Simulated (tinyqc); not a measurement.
Worked calculation: Hueckel theory of the pi electrons with the omega technique, for the molecule [CH2+]c1ccccc1 (SMILES; centres numbered as the heavy atoms are written). One step of it, computed by the program tinyqc.

Task: Energy, charges, bond orders. E = sum n x; q_r = z_r - P_rr; bond order p = P_rs; free valence = sqrt(3) - sum of p over the bonds of the atom.

final x values: 2.167676  1.349815  1.050590  0.196434  -0.950451  -1.176487  -2.037582

occupations: 2.000000  2.000000  2.000000  0.000000  0.000000  0.000000  0.000000

final P:
```
           1C         2C         3C         4C         5C         6C         7C
1C   0.530331   0.683838   0.297213  -0.129009  -0.319089  -0.129009   0.297213
2C   0.683838   0.951820   0.495547   0.012183  -0.196501   0.012183   0.495547
3C   0.297213   0.495547   0.862762   0.713700   0.165823  -0.285780  -0.169493
4C  -0.129009   0.012183   0.713700   0.970337   0.625527   0.002592  -0.285780
5C  -0.319089  -0.196501   0.165823   0.625527   0.851651   0.625527   0.165823
6C  -0.129009   0.012183  -0.285780   0.002592   0.625527   0.970337   0.713700
7C   0.297213   0.495547  -0.169493  -0.285780   0.165823   0.713700   0.862762
```

Centres:
```
centre  z_r, pi electrons of the neutral centre         h
1C                                            1  0.000000
2C                                            1  0.000000
3C                                            1  0.000000
4C                                            1  0.000000
5C                                            1  0.000000
6C                                            1  0.000000
7C                                            1  0.000000
```

Bonds:
```
i  j  k
1  2  1
2  3  1
3  4  1
4  5  1
5  6  1
6  7  1
7  2  1
```

Give: pi energy = 6 alpha + this times beta; pi charges; Bond orders and lengths from R = 1.517 - 0.180 p; free valence of the carbons; gap between the highest filled and the next level.

Result:

pi energy = 6 alpha + this times beta = 9.1362

pi charges: 1C 0.4697, 2C 0.0482, 3C 0.1372, 4C 0.0297, 5C 0.1483, 6C 0.0297, 7C 0.1372

Bond orders and lengths from R = 1.517 - 0.180 p (angstrom, C-C alone):
```
bond       p       R
1-2   0.6838  1.3939
2-3   0.4955  1.4278
3-4   0.7137  1.3885
4-5   0.6255  1.4044
5-6   0.6255  1.4044
6-7   0.7137  1.3885
7-2   0.4955  1.4278
```

free valence of the carbons: 1C 1.0482, 2C 0.0571, 3C 0.5228, 4C 0.3928, 5C 0.4810, 6C 0.3928, 7C 0.5228

gap between the highest filled and the next level = 0.8542 |beta|
